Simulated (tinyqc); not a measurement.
Pelgrom slope, floor and doping from two device sizes.

Problem. s^2 = A^2/(L W) + s0^2, with s0 independent of size and A = (q/Cox) sqrt(Na Wd/3) from random dopants alone, Cox = 3.9 eps0/ti. Find A, s0 and Na.

Values chosen for this exercise:
```
symbol  value  unit                                  meaning
ti        1.9    nm  oxide-equivalent thickness in inversion
```

Constants: q = 1.602176634e-19 C, eps0 = 8.8541878128e-14 F/cm where lengths are in cm. Results are converted to the units shown.

s for gate areas 0.009 and 0.27 um^2 (mV): [14.6484540, 5.00262333]
Wd = 16.2204319 nm

Solution. s^2 is linear in 1/area: slope A^2, intercept s0^2.

A = 1.328 mV um
s0 = 4.300 mV
Na = 4.200e18 cm^-3

tinyqc, about 0.01 s, one thread, Intel Xeon 2.30GHz (shared host): `OMP_NUM_THREADS=1 python tinyqc.py 2090017 2090018 out.jsonl`
